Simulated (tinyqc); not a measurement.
What each parameter does: cyclotron resonance of ellipsoidal valleys, Si type.

Valleys along [100], [010], [001] (each with its opposite partner), mass ml along the axis and mt across it. B lies in the (1-10) plane, b = (sin(theta)/sqrt2, sin(theta)/sqrt2, cos(theta)). For the angle phi between B and the axis, 1/mc^2 = cos^2(phi)/mt^2 + sin^2(phi)/(mt ml). Resonance: h nu = 2 muB B/mc, h = 2 pi hbar.

Constants: hbar = 6.58211957e-16 eV s; muB = 5.788381798e-05 eV/T.

Inputs chosen for the exercise (near those of Si; not measured data): ml = 0.903 m0 (longitudinal mass); mt = 0.199 m0 (transverse mass); theta = 49 degrees (angle of B from [001] towards [110]); nu = 24 GHz (microwave frequency).

Resonance fields B = h nu mc/(2 muB) of the valleys [100] and [001].

One parameter was then changed.

Results before and after:
```
case     [100] (T)  [001] (T)
base        0.2565     0.2288
changed     0.2350     0.2082
```

Which of these changes was made? (a) ml = 1.038 m0; (b) mt = 0.179 m0; (c) nu = 26.4 GHz; (d) theta = 53 degrees.

Answer: (b) mt = 0.179 m0. Of the candidates, run in turn, only this one gives the changed row.

All candidates:
```
case                [100] (T)  [001] (T)
base                   0.2565     0.2288
ml = 1.038 m0          0.2627     0.2323
mt = 0.179 m0          0.2350     0.2082
theta = 53 degrees     0.2491     0.2406
nu = 26.4 GHz          0.2822     0.2517
```

tinyqc: `OMP_NUM_THREADS=1 python tinyqc.py 1282590 1282591 out.jsonl`; about 0.01 s, one thread, shared Intel(R) Xeon(R) Processor @ 2.30GHz.
